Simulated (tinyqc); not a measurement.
Comparisons within one model: band gaps under pressure and temperature from deformation potentials. A value that a table varies takes the place of the one given here.

Murnaghan: V/V0 = (1 + Bp P/B0)^(-1/Bp), B0 = (C11 + 2 C12)/3. Each gap moves by a ln(V/V0) with its volume potential a, and falls with temperature by aV T^2/(T + bV) (Varshni); the two effects are added. No change of phase is considered.

Constants: hc = 1239.841984 eV nm.

Values chosen for the exercise (near those of AlAs, the X and L potentials typical of such crystals; not measured data): Eg = 3.039 eV (gap at Gamma to the s-like level at 0 K, 0 GPa); EgX = 2.27 eV (gap to X at 0 K, 0 GPa); EgL = 2.425 eV (gap to L at 0 K, 0 GPa); C11 = 124.3 GPa; C12 = 53.5 GPa; Bp = 4.37 (pressure derivative of the bulk modulus); aG = -7.97 eV (volume potential of the Gamma gap); aX = 2.08 eV (volume potential of the X gap); aL = -3.54 eV (volume potential of the L gap); aV = (0.924, 0.671, 0.621) meV/K (Varshni alpha of Gamma, X, L); bV = (542, 491, 214) K (Varshni beta of Gamma, X, L); T = 500 K (temperature); P = 1.6 GPa (pressure).

## Gaps against pressure

The last column is the linear form E0 + c1 P for Gamma, c1 = -aG/B0.

Gaps (eV):

| P (GPa) | ln(V/V0) | Gamma | X | L | lowest | Gamma, linear |
|---|---|---|---|---|---|---|
| 0.00 | 0.0000 | 2.817 | 2.101 | 2.208 | X | 2.817 |
| 1.00 | -0.0126 | 2.918 | 2.074 | 2.252 | X | 2.921 |
| 2.00 | -0.0246 | 3.013 | 2.050 | 2.295 | X | 3.024 |
| 3.00 | -0.0359 | 3.104 | 2.026 | 2.335 | X | 3.127 |
| 4.00 | -0.0468 | 3.190 | 2.003 | 2.373 | X | 3.231 |
| 5.00 | -0.0571 | 3.272 | 1.982 | 2.410 | X | 3.334 |
| 6.00 | -0.0670 | 3.351 | 1.961 | 2.445 | X | 3.438 |
| 7.00 | -0.0765 | 3.427 | 1.942 | 2.478 | X | 3.541 |
| 8.00 | -0.0856 | 3.499 | 1.923 | 2.510 | X | 3.644 |

Over 8 GPa Gamma moves by +0.682, L by +0.303 and X by -0.178 eV. X stays lowest. The linear form overshoots by 145 meV at the end, because the crystal stiffens; the gap is linear in ln V, not in P.

## Gaps against temperature

At the pressure P; wavelength hc/E of the lowest gap.

Gaps (eV):

| T (K) | Gamma | X | L | lowest | wavelength (nm) |
|---|---|---|---|---|---|
| 0 | 3.1973 | 2.2287 | 2.4953 | X | 556.3 |
| 50 | 3.1934 | 2.2256 | 2.4894 | X | 557.1 |
| 100 | 3.1829 | 2.2173 | 2.4755 | X | 559.2 |
| 200 | 3.1475 | 2.1898 | 2.4353 | X | 566.2 |
| 300 | 3.0986 | 2.1523 | 2.3866 | X | 576.0 |
| 400 | 3.0404 | 2.1082 | 2.3335 | X | 588.1 |
| 500 | 2.9756 | 2.0594 | 2.2779 | X | 602.0 |
| 600 | 2.9060 | 2.0073 | 2.2207 | X | 617.7 |

From 0 to 100 K the Gamma gap falls by 14.4 meV, from 500 to 600 K by 69.6 meV: quadratic below bV, linear with a slope tending to aV = 0.924 meV/K above. X stays lowest. A pressure of 0.96 GPa, with the slope -aG/B0 at zero pressure, would undo the fall of the Gamma gap from 0 to 300 K.

## What each parameter does

Gaps at P and T. Each row changes one parameter from the base and keeps the others.

Results:

| case | Gamma (eV) | X (eV) | L (eV) |
|---|---|---|---|
| base | 2.9756 | 2.0594 | 2.2779 |
| T = 550 K | 2.9414 | 2.0337 | 2.2494 |
| C11 = 136.73 GPa | 2.9679 | 2.0614 | 2.2744 |
| C12 = 48.15 GPa | 2.9830 | 2.0575 | 2.2811 |
| Bp = 3.933 | 2.9763 | 2.0592 | 2.2782 |
| aG = -8.767 eV | 2.9915 | 2.0594 | 2.2779 |
| aX = 2.288 eV | 2.9756 | 2.0553 | 2.2779 |
| aL = -3.894 eV | 2.9756 | 2.0594 | 2.2849 |
| P = 1.44 GPa | 2.9604 | 2.0634 | 2.2711 |

The largest shifts from the base row, up to three for each result and ties (the steps differ in size, so this ranks the rows, not the parameters). Gamma (eV): T -0.0343, aG +0.0158, P -0.0152; unchanged at the printed digits by aX and aL. X (eV): T -0.0257, aX -0.0041, P +0.0040; unchanged at the printed digits by aG and aL. L (eV): T -0.0284, aL +0.0070, P -0.0068; unchanged at the printed digits by aG and aX.

Run: tinyqc, `OMP_NUM_THREADS=1 python tinyqc.py 1051515 1051516 out.jsonl`; Intel(R) Xeon(R) Processor @ 2.30GHz, one thread, shared host; about 0.01 s of CPU time with all checks.
